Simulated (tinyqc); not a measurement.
Trap-assisted generation and recombination current of an abrupt junction. From generation current back to reverse bias V_r. Computed by tinyqc, a small Python program. Command: `OMP_NUM_THREADS=1 python tinyqc.py 3017611 3017612 out.jsonl junctionleak inv`. One thread of a shared host (Intel(R) Xeon(R) Processor @ 2.30GHz), about 0.04 s of CPU time with the checks.

Depletion approximation, flat quasi-Fermi levels across the depleted layer, long neutral regions with minority lifetimes tau_n and tau_p, full ionisation and Boltzmann statistics. Voltages in exponents stand for e V.

Inputs (values chosen for the exercise, with bands and screening modelled on GaP):

| quantity | value | unit |
|---|---|---|
| gap E_g | 2.24 | eV |
| electron mass m_e | 0.488 | m_0 |
| valleys M_c | 3 | - |
| hole mass m_h | 0.783 | m_0 |
| dielectric constant eps | 11.1 | - |
| acceptor density N_A | 1.8e+15 | cm^-3 |
| donor density N_D | 2.3e+17 | cm^-3 |
| capture time tau_n | 1.2e-06 | s |
| capture time tau_p | 1.7e-08 | s |
| trap level E_t - E_i | 0.067 | eV |
| electron diffusion coefficient D_n | 44 | cm^2/s |
| hole diffusion coefficient D_p | 2.3 | cm^2/s |
| temperature T | 450 | K |
| tunnelling mass m_t | 0.14 | m_0 |

Field enhancement: Hurkx tunnelling factor.

Constants: k_B = 8.617333262e-05 eV/K; m_0 = 9.1093837015e-31 kg; k_B = 1.380649e-23 J/K; h = 6.62607015e-34 J s; e = 1.602176634e-19 C; eps_0 = 8.8541878128e-12 F/m; hbar = 1.054571817e-34 J s.

Method:
- N_c = 2 M_c (2 pi m_e k_B T/h^2)^(3/2) and N_v = 2 (2 pi m_h k_B T/h^2)^(3/2), masses in units of m_0.
- n_i = sqrt(N_c N_v) exp(-E_g/2 k_B T); V_bi = (k_B T/e) ln(N_A N_D/n_i^2); diffusion saturation current J_d0 = e n_i^2 [sqrt(D_n/tau_n)/N_A + sqrt(D_p/tau_p)/N_D].
- W = sqrt(2 eps eps_0 (V_bi - V)(1/N_A + 1/N_D)/e), x_p = W N_D/(N_A + N_D), x_n = W - x_p, peak field F_m = 2 (V_bi - V)/W; reverse bias means V = -V_r.
- Both capture times are divided by 1 + Gamma, Gamma = 2 sqrt(3 pi) (F/F_G) exp((F/F_G)^2), F_G = sqrt(24 m_t (k_B T)^3)/(e hbar) (the low-field Hurkx form), F being the local field, linear in x from 0 at the edges to F_m.
- Potential from the p edge: phi = (V_bi - V) x^2/(x_p W) on the p side and (V_bi - V)[1 - (W - x)^2/(x_n W)] on the n side; p = N_A exp(-phi/k_B T), n = n_i^2 exp(V/k_B T)/p; U = (n p - n_i^2)/[tau_p (n + n_i exp(dE/k_B T)) + tau_n (p + n_i exp(-dE/k_B T))], dE = E_t - E_i, n1 = n_i exp(dE/k_B T), p1 = n_i exp(-dE/k_B T); J_t = e int U dx by the trapezoid rule on 400 intervals on each side.
- Generation lifetime tau_g = tau_p exp(dE/k_B T) + tau_n exp(-dE/k_B T); textbook estimate e n_i W/tau_g; generation current J_g = -J_t; total = J_g + J_d0 (1 - exp(-V_r/k_B T)).

Question. A run gave the result below. Find the reverse bias V_r, known to lie between 4.1 and 11 V.

generation current = 1.43824e-09 A/cm^2

Answer.

Each step takes the trial c = (a f_b - b f_a)/(f_b - f_a), f being the result less the target and a, b, c the logarithms of the listed values; c replaces end b, the old b replaces a if the sign of f changed, and otherwise f_a is halved.

Scan of the range:

| reverse bias V_r (V) | generation current (A/cm^2) |
|---|---|
| 4.10 | 9.28314e-10 |
| 4.83 | 1.05520e-09 |
| 5.70 | 1.20045e-09 |
| 6.72 | 1.36409e-09 |
| 7.92 | 1.54925e-09 |
| 9.33 | 1.75873e-09 |
| 11.00 | 1.99789e-09 |

False position (Illinois rule, in the logarithm of the input) inside the bracket:

| step | end a | end b | trial | generation current (A/cm^2) |
|---|---|---|---|---|
| 1 | 6.72000 | 7.92000 | 7.17703 | 1.43546e-09 |
| 2 | 7.92000 | 7.17703 | 7.19435 | 1.43814e-09 |
| 3 | 7.92000 | 7.19435 | 7.19560 | 1.43833e-09 |
| 4 | 7.19435 | 7.19560 | 7.19500 | 1.43824e-09 |
| 5 | 7.19560 | 7.19500 | 7.19500 | 1.43824e-09 |

Generation current rises at every point of a 13-point scan of the range (every second point is shown), so one value fits; it is bracketed by 6.72 and 7.92. Answer: reverse bias V_r = 7.195 V.
